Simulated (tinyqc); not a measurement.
Inside a calculation. Method: G0W0 on RHF in the 6-31g basis, for H3+, spin multiplicity 1. One step of it, computed by the program tinyqc.

Problem. G0W0 on Hartree-Fock: HOMO. W(p,q,m) = sqrt2 sum_ia (pq|ia) (X+Y)_ia,m; Sigma_c(x) = sum_(i,m) W^2/(x - e_i + w_m) + sum_(a,m) W^2/(x - e_a - w_m); solve x = e_p + Sigma_c(x) by Newton steps; Z = 1/(1 - dSigma/dx); 1 hartree = 27.211386 eV.

orbital energies (hartree): MO1 -1.190829, MO2 -0.189087, MO3 -0.189071, MO4 0.333307, MO5 0.761346, MO6 0.761385

Two-electron integrals over orbitals (pq|rs), unique and non-zero (hartree):
```
(11|11) 0.662020    (21|11) -4.92e-06   (21|21) 0.088167    (22|11) 0.464419
(22|21) 0.037016    (22|22) 0.422593    (31|31) 0.088162    (32|31) -0.037013
(32|32) 0.032506    (33|11) 0.464414    (33|21) -0.037015   (33|22) 0.357573
(33|33) 0.422585    (41|11) 0.136068    (41|21) -2.07e-06   (41|22) 0.052530
(41|33) 0.052527    (41|41) 0.067816    (42|11) -2.55e-06   (42|21) -0.012814
(42|22) -0.008331   (42|33) 0.008330    (42|41) -1.97e-06   (42|42) 0.035359
(43|31) -0.012817   (43|32) 0.008331    (43|43) 0.035361    (44|11) 0.463343
(44|21) -4.69e-06   (44|22) 0.371562    (44|33) 0.371562    (44|41) 0.060914
(44|42) 1.54e-07    (44|44) 0.375966    (51|11) 2.49e-06    (51|21) -0.077777
(51|22) -0.033612   (51|33) 0.033609    (51|41) 1.82e-06    (51|42) -0.019918
(51|44) 2.55e-06    (51|51) 0.101653    (52|11) -0.157309   (52|21) -0.031301
(52|22) -0.085696   (52|33) -0.064803   (52|41) -0.062740   (52|42) -0.008514
(52|44) -0.075161   (52|51) 0.041076    (52|52) 0.094374    (53|31) 0.031298
(53|32) -0.010444   (53|43) 0.008514    (53|53) 0.022280    (54|11) 3.41e-06
(54|21) -0.074434   (54|22) -0.031982   (54|33) 0.031981    (54|41) 1.71e-06
(54|42) 0.008563    (54|44) 3.95e-06    (54|51) 0.073587    (54|52) 0.029406
(54|54) 0.076532    (55|11) 0.580110    (55|21) 0.065455    (55|22) 0.464079
(55|33) 0.392063    (55|41) 0.117717    (55|42) 0.007417    (55|44) 0.425039
(55|51) -0.079295   (55|52) -0.167577   (55|54) -0.065660   (55|55) 0.610150
(61|31) -0.077776   (61|32) 0.033611    (61|43) -0.019916   (61|53) -0.041073
(61|61) 0.101658    (62|31) 0.031302    (62|32) -0.010446   (62|43) 0.008514
(62|53) 0.020955    (62|61) -0.041077   (62|62) 0.022283    (63|11) -0.157309
(63|21) 0.031303    (63|22) -0.064804   (63|33) -0.085691   (63|41) -0.062740
(63|42) 0.008515    (63|44) -0.075161   (63|51) -0.041074   (63|52) 0.051133
(63|54) -0.029407   (63|55) -0.105388   (63|63) 0.094370    (64|31) -0.074432
(64|32) 0.031980    (64|43) 0.008565    (64|53) -0.029405   (64|61) 0.073590
(64|62) -0.029408   (64|64) 0.076533    (65|31) -0.065449   (65|32) 0.036001
(65|43) -0.007417   (65|53) -0.031088   (65|61) 0.079291    (65|62) -0.031092
(65|64) 0.065656    (65|65) 0.070580    (66|11) 0.580123    (66|21) -0.065457
(66|22) 0.392073    (66|33) 0.464075    (66|41) 0.117723    (66|42) -0.007421
(66|44) 0.425048    (66|51) 0.079293    (66|52) -0.105394   (66|54) 0.065660
(66|55) 0.468978    (66|63) -0.167577   (66|66) 0.610163
```

excitation energies w (hartree): 1.139958  1.139968  1.654216  2.159174  2.159220

X + Y:
```
            1         2          3          4          5
1>2  0.929402  0.000000  -0.000004  -0.088889   0.000000
1>3  0.000000  0.929406   0.000000   0.000000  -0.088885
1>4  0.000007  0.000000   0.959877   0.000006   0.000000
1>5  0.170776  0.000000  -0.000009   0.942726   0.000000
1>6  0.000000  0.170770   0.000000   0.000000   0.942726
```

Give: The 12 largest terms at x = e_p; Newton steps; quasiparticle energy of the HOMO; Hartree-Fock value.

Solution.

The 12 largest terms at x = e_p (hartree; W for the signs of X + Y given):
```
q  m          W       term
1  3      0.185      0.021
6  5      0.145     -0.005
5  4      0.145     -0.005
2  1      0.097  -4.40e-03
3  2      0.097  -4.40e-03
2  4     -0.115  -4.17e-03
3  5     -0.115  -4.17e-03
4  3      0.092  -2.67e-03
5  1     -0.078  -1.95e-03
6  2     -0.078  -1.95e-03
1  1  -4.54e-06   1.81e-11
1  4   5.09e-06   1.20e-11
```

Newton steps (hartree):
```
step       x  Sigma_c(x)      Z
0     -1.191      -0.013  0.977
1     -1.204      -0.013  0.977
2     -1.204      -0.013  0.977
```

quasiparticle energy of the HOMO = -32.759 eV

Hartree-Fock value = -32.404 eV
